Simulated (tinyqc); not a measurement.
# Long-channel MOSFET, surface-potential model: effects of single changes

n-channel transistor on a uniformly doped p-type body, gradual-channel approximation, constant mobility, Boltzmann statistics, full ionisation. Potentials are counted from the neutral body; V is the electron quasi-Fermi potential, Vsb at the source and Vsb + Vds at the drain. Charges are magnitudes per area.

Values chosen for this exercise; material values close to those of silicon:
```
symbol,value,unit,meaning
T,293,K,temperature
Eg,1.12,eV,band gap
eps_r,11.5,,relative permittivity of the semiconductor
Nc,2.67e19,cm^-3,conduction-band density of states at T
Nv,2.59e19,cm^-3,valence-band density of states at T
Na,1.8e17,cm^-3,acceptor density of the body
eox,8.56,,relative permittivity of the gate insulator
tox,35,nm,insulator thickness
Vfb,-0.61,V,flat-band voltage
mu,350,cm^2/(V s),channel mobility
W,10,um,gate width
L,1,um,gate length
Vsb,1,V,source-body reverse bias
Vgs,2.27,V,gate-source voltage
Vds,2,V,drain-source voltage
```

Constants: q = 1.602176634e-19 C, kB = 1.380649e-23 J/K, Vt = kB T/q, eps0 = 8.8541878128e-14 F/cm where lengths are in cm. Results are converted to the units shown.

Each table varies one quantity; the others keep the values above.

## Transfer curve from weak to strong inversion

ni = sqrt(Nc Nv) exp(-Eg/(2 Vt)), Eg in volts; phiF = Vt ln(Na/ni); Cox = eps0 eox/tox; gamma = sqrt(2 q eps0 eps_r Na)/Cox. The surface potential psi at channel potential V solves Vgs + Vsb - Vfb - psi = gamma sqrt(G), G = psi - Vt + Vt exp((psi - 2 phiF - V)/Vt). Charge sheet: Qi = Cox gamma [sqrt(G) - sqrt(psi - Vt)]; I = mu (W/L) [integral of Qi dpsi from psi_0 to psi_L (drift) + Vt (Qi0 - QiL) (diffusion)], with psi_0 at V = Vsb and psi_L at V = Vsb + Vds. Pao-Sah: Qi(V) = (Cox gamma/2) integral from 3 Vt to psi of exp((u - 2 phiF - V)/Vt)/sqrt(G(u, V)) du, and I = mu (W/L) integral of Qi dV from Vsb to Vsb + Vds. Square law: VT = Vfb + 2 phiF + gamma sqrt(2 phiF + Vsb), m = 1 + gamma/(2 sqrt(2 phiF + Vsb)), I = mu Cox (W/L) [(Vgs - VT) v - m v^2/2] with v the smaller of Vds and (Vgs - VT)/m, and zero below VT. gm = dI/dVgs of the charge-sheet current.

Results:

| Vgs (V) | I, charge sheet (uA) | I, Pao-Sah (uA) | drift share (%) | gm/I (1/V) | I, square law (uA) |
|---|---|---|---|---|---|
| 1.59 | 0.001102 | 0.001110 | 0.07974 | 27.51 | 0 |
| 1.77 | 0.1454 | 0.1465 | 8.848 | 25.35 | 0 |
| 1.94 | 3.630 | 3.664 | 54.76 | 12.65 | 6.214 |
| 2.29 | 46.47 | 46.93 | 84.37 | 4.415 | 67.76 |
| 2.47 | 91.54 | 92.43 | 88.60 | 3.235 | 125.1 |
| 2.64 | 149.4 | 150.8 | 90.97 | 2.573 | 195.2 |
| 2.82 | 227.1 | 229.2 | 92.62 | 2.112 | 286.4 |
| 2.99 | 316.4 | 319.2 | 93.72 | 1.805 | 388.5 |

Estimate the missing row, Vgs = 2.12 V.

Computed row:

| Vgs (V) | I, charge sheet (uA) | I, Pao-Sah (uA) | drift share (%) | gm/I (1/V) | I, square law (uA) |
|---|---|---|---|---|---|
| 2.12 | 18.63 | 18.81 | 76.45 | 6.618 | 29.64 |

With this row back in the table: The charge-sheet current rises from 0.00110 to 316 uA. In the first row gm/I is 27.5 1/V, a swing of 83.7 mV a decade, against Vt ln 10 = 58.1 mV a decade for an ideal gate; in the last it is 1.80 1/V. Drift passes half of the current at Vgs = 1.94 V among the rows listed (VT = 1.79 V). The charge sheet departs most from Pao-Sah at Vgs = 2.12 V, where it is 0.98 % below it. In the last row the square law is 22 % above Pao-Sah. For Vgs = 2.47 to 2.99 V the surface electron density at the source passes 0.3 Nc, where degeneracy and quantisation, left out here, matter.

## Effect of the insulator thickness

VT = Vfb + 2 phiF + gamma sqrt(2 phiF + Vsb), m = 1 + gamma/(2 sqrt(2 phiF + Vsb)). The swing is 20 mV/log10[I(VT - 0.14 V)/I(VT - 0.16 V)] of the charge-sheet current at the given Vds.

Results:

| tox (nm) | gamma (V^0.5) | VT (V) | m | swing (mV/decade) | I at Vgs, Vds (uA) |
|---|---|---|---|---|---|
| 12 | 0.3837 | 0.7828 | 1.140 | 67.18 | 1727 |
| 21 | 0.6715 | 1.176 | 1.246 | 73.60 | 475.0 |
| 29 | 0.9273 | 1.526 | 1.339 | 79.32 | 139.3 |
| 39 | 1.247 | 1.963 | 1.456 | 86.50 | 13.94 |
| 52 | 1.663 | 2.531 | 1.608 | 95.94 | 5.236e-4 |

Estimate the missing row, tox = 16 nm.

Computed row:

| tox (nm) | gamma (V^0.5) | VT (V) | m | swing (mV/decade) | I at Vgs, Vds (uA) |
|---|---|---|---|---|---|
| 16 | 0.5116 | 0.9576 | 1.187 | 70.03 | 961.2 |

With this row back in the table: As tox goes from 12 to 52 nm, VT rises from 0.783 to 2.53 V, the swing rises from 67.2 to 95.9 mV a decade and the current falls from 1730 to 5.24e-4 uA. The swing is 1.3 % above m Vt ln 10 in the first row and 2.6 % above it in the last. The gate voltage is below VT in 1 of the 6 rows. For tox = 12 to 29 nm the surface electron density at the source passes 0.3 Nc, where degeneracy and quantisation, left out here, matter. For tox = 12 to 21 nm mu V/L, with V the smaller of Vds and (Vgs - VT)/m, passes 3e6 cm/s, so velocity saturation would lower the current.

## Output curve

Same model as above.

In this table Vgs = 2.27 V.

Result of one run:

| Vds (V) | psi_L (V) | QiL (nC/cm^2) | I, charge sheet (uA) | I, Pao-Sah (uA) | I, square law (uA) |
|---|---|---|---|---|---|
| 0.18 | 2.117 | 31.18 | 34.04 | 34.38 | 48.45 |

What becomes of these results when the drain-source voltage Vds is changed from 0.18 to 0.55 V, all else the same?

Result of the changed run:

| Vds (V) | psi_L (V) | QiL (nC/cm^2) | I, charge sheet (uA) | I, Pao-Sah (uA) | I, square law (uA) |
|---|---|---|---|---|---|
| 0.55 | 2.221 | 8.502e-4 | 42.47 | 42.89 | 62.47 |

The whole series:

| Vds (V) | psi_L (V) | QiL (nC/cm^2) | I, charge sheet (uA) | I, Pao-Sah (uA) | I, square law (uA) |
|---|---|---|---|---|---|
| 0.06 | 2.015 | 61.97 | 14.66 | 14.81 | 20.00 |
| 0.12 | 2.067 | 46.17 | 25.96 | 26.23 | 36.15 |
| 0.18 | 2.117 | 31.18 | 34.04 | 34.38 | 48.45 |
| 0.24 | 2.163 | 17.58 | 39.10 | 39.50 | 56.92 |
| 0.31 | 2.203 | 5.492 | 41.81 | 42.22 | 61.93 |
| 0.37 | 2.218 | 0.9363 | 42.38 | 42.80 | 62.47 |
| 0.43 | 2.221 | 0.09727 | 42.46 | 42.88 | 62.47 |
| 0.49 | 2.221 | 0.009142 | 42.47 | 42.89 | 62.47 |
| 0.55 | 2.221 | 8.502e-4 | 42.47 | 42.89 | 62.47 |

The Pao-Sah current rises from 14.8 to 42.9 uA, while the charge at the drain end falls from 62.0 to 8.50e-4 nC/cm^2. The current first comes within 1 % of its last value at Vds = 0.37 V among the rows listed; the square law saturates at (Vgs - VT)/m = 0.342 V. Over the last two rows psi_L moves by less than 1 mV: the drain has lost hold of the surface potential, so the current no longer grows. In the last row the charge sheet is 0.98 % below Pao-Sah and the square law 46 % above it.

Program tinyqc, `OMP_NUM_THREADS=1 python tinyqc.py 2360084 2360085 out.jsonl`; Intel Xeon 2.30GHz, shared host, one thread, about 0.04 s.
